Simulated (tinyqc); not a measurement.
Comparisons within one model: ellipsoidal valleys in the axes of a wafer and a channel. A value that a table varies takes the place of the one given here.

Valleys with axes a along x, y and z, two valleys each; inverse mass tensor w = 1/mt + (1/ml - 1/mt) a a. Device axes: z = nz/|nz|, x = nx/|nx|, y = z cross x; in them a = (ax, ay, az). Confinement mass mz = 1/w_zz. In the plane w_ij is replaced by u_ij = w_ij - w_iz w_jz/w_zz (i, j = x, y); density-of-states mass md = 1/sqrt(det u); conductivity mass along x mc = 1/u_xx; ballistic transport mass mx = u_yy/det u, width mass my = 1/u_yy.

Hard walls: E_n = c (n pi/t)^2/mz, c = hbar^2/2m0, n = 1, 2, 3. Non-degenerate share of a valley proportional to md sum_n exp(-E_n/kT); mean 1/mc = sum of share/mc. 1 nm = 10 angstrom.

Constants: hbar^2/2m0 = 3.80998211 eV angstrom^2; kB = 8.617333262e-05 eV/K.

Parameters, chosen for this exercise (near those of the Delta valleys of Si; not measured data): ml = 0.937 m0 (longitudinal mass); mt = 0.187 m0 (transverse mass); t = 6.2 nm (thickness of the film); T = 300 K (temperature); nz = (1, 1, 3) (surface normal (confinement)); nx = (1, -1, 0) (channel direction).

## Wafer and channel orientation

For each face/channel: the lowest ladder (mz, number of valleys, md, E1, share) and the mean conductivity mass over all valleys.

Results:
```
face/channel     mz  valleys     md  E1 (meV)  share  mean mc
(210)/[001]   0.520        2  0.251      18.8  0.518   0.2253
(110)/[1-11]  0.312        4  0.324      31.4  0.781   0.3147
(110)/[001]   0.312        4  0.324      31.4  0.781   0.2268
(112)/[11-1]  0.401        2  0.286      24.4  0.465   0.3285
(100)/[011]   0.937        2  0.187      10.4  0.601   0.2226
(110)/[1-10]  0.312        4  0.324      31.4  0.781   0.3905
(001)/[110]   0.937        2  0.187      10.4  0.601   0.2226
```

The mean conductivity mass is lowest, 0.2226, for (100)/[011] and (001)/[110] and highest, 0.3905, for (110)/[1-10]; the bulk value is 0.2550. The confinement energy is lowest on the face with the heaviest mz ((100), 10 meV). The density of states of the lowest ladder, valleys times md, runs between 0.374 and 1.297; a small value limits the charge through the quantum capacitance.

## Thickness of the film

Share of the lowest ladder and mean conductivity mass.

Results:
```
t (nm)  lowest E1 (meV)  spread of E1 (meV)  share of the lowest ladder  mean mc
2.0               173.5               292.6                       1.000   0.1870
3.0                77.1               130.1                       0.979   0.1887
4.0                43.4                73.2                       0.839   0.2010
5.0                27.8                46.8                       0.660   0.2192
7.0                14.2                23.9                       0.478   0.2414
10.0                6.9                11.7                       0.402   0.2521
14.0                3.5                 6.0                       0.357   0.2589
```

The spread falls as 1/t^2 and passes kT = 25.9 meV between t = 5 and 7 nm; the share of the lowest ladder goes from 1.000 to 0.357 and the mean mass goes from 0.1870 to 0.2589, against 0.2625 for equal shares, the limit of a thick film (the bulk value 3/(1/ml + 2/mt) is 0.2550; the two differ since axes are tilted in the x-z plane and in a quantised film no valley carries current across it; once scattering blurs the subbands the bulk value returns). Three subbands a valley become too few once E3 nears kT. In the thinnest rows E1 (173 meV) is beyond the parabolic range.

## What each parameter does

Lowest E1, its share and the mean conductivity mass. Each row changes one parameter from the base and keeps the others.

Results:
```
case           lowest E1 (meV)   share  mean mc (m0)
base                     18.05  0.5266        0.2350
ml = 0.843 m0            19.01  0.5215        0.2339
mt = 0.206 m0            17.18  0.5009        0.2606
t = 5.58 nm              22.29  0.5841        0.2279
T = 330 K                18.05  0.5054        0.2378
```

The largest shifts from the base row, up to three for each result and ties (the steps differ in size, so this ranks the rows, not the parameters). lowest E1 (meV): t +4.23, ml +0.95, mt -0.88; unchanged at the printed digits by T. share: t +0.0575, mt -0.0257, T -0.0211. mean mc (m0): mt +0.0256, t -0.0071, T +0.0027.

(tinyqc, `OMP_NUM_THREADS=1 python tinyqc.py 1851002 1851003 out.jsonl`, Intel(R) Xeon(R) Processor @ 2.30GHz, 1 thread, shared host, about 0.01 s.)
